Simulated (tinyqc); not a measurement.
The same stress in different states: Raman shift of the zone-centre optical phonon of a diamond-structure crystal under stress. Computed by tinyqc, a small Python program. Command: `OMP_NUM_THREADS=1 python tinyqc.py 3004356 3004357 out.jsonl ramanstress walk`. One thread of a shared host (Intel(R) Xeon(R) Processor @ 2.30GHz), about 0.01 s of CPU time with the checks.

Axes x, y, z are the cube axes. Strain shifts the threefold optical mode and can split it; p, q and r are the phonon deformation potentials.

Inputs (values chosen for the exercise, modelled on silicon):

| quantity | value | unit |
|---|---|---|
| unstrained frequency omega_0 | 519.8 | 1/cm |
| p/omega_0^2 | -1.79 | - |
| q/omega_0^2 | -2.34 | - |
| r/omega_0^2 | -0.72 | - |
| C11 | 168 | GPa |
| C12 | 64.14 | GPa |
| C44 | 79.52 | GPa |
| stress sigma (tension positive) | -0.2 | GPa |

Stress state: uniaxial. Axis: [100].

Method:
- S11 = (C11 + C12)/D, S12 = -C12/D, D = (C11 - C12)(C11 + 2 C12), S44 = 1/C44.
- eps_xx = S11 sigma_xx + S12 (sigma_yy + sigma_zz), and cyclic; eps_xy = S44 sigma_xy/2 (tensor strain).
- Secular matrix: M_xx = p eps_xx + q (eps_yy + eps_zz), M_xy = 2 r eps_xy; its eigenvalues are omega^2 - omega_0^2, and the shifts are these over 2 omega_0.
- Uniaxial: sigma n n^T; biaxial: sigma (1 - n n^T); hydrostatic: sigma 1. The line seen from (001) is taken as unresolved, at the intensity-weighted shift M_zz/(2 omega_0).

S44 = 12.5755 1/TPa

S11 = 7.54396 1/TPa

S12 = -2.08439 1/TPa

Shifts (1/cm):

| state | lowest | middle | highest | line seen from (001) |
|---|---|---|---|---|
| uniaxial [100] | 0.1949 | 0.4701 | 0.4701 | 0.4701 |
| uniaxial [110] | 0.0972 | 0.4701 | 0.5678 | 0.4701 |
| uniaxial [001] | 0.1949 | 0.4701 | 0.4701 | 0.1949 |
| uniaxial [111] | 0.2215 | 0.2215 | 0.6921 | 0.3784 |
| biaxial, normal [001] | 0.6650 | 0.6650 | 0.9403 | 0.9403 |
| biaxial, normal [111] | 0.4430 | 0.9136 | 0.9136 | 0.7567 |
| hydrostatic | 1.1351 | 1.1351 | 1.1351 | 1.1351 |

What follows from these numbers?

Seen from (001), uniaxial stress along [100] and along [110] give the same shift (0.470), and equal biaxial stress in the plane gives twice as much (0.940), since only sigma_xx + sigma_yy and sigma_zz enter M_zz. Stress along [001] gives 0.195. One measured shift therefore fixes the stress only once its state is assumed: read as uniaxial in the plane, a shift implies twice the stress that it does read as biaxial.

Extremes, crossings and ranges named in words are read from the listed rows.
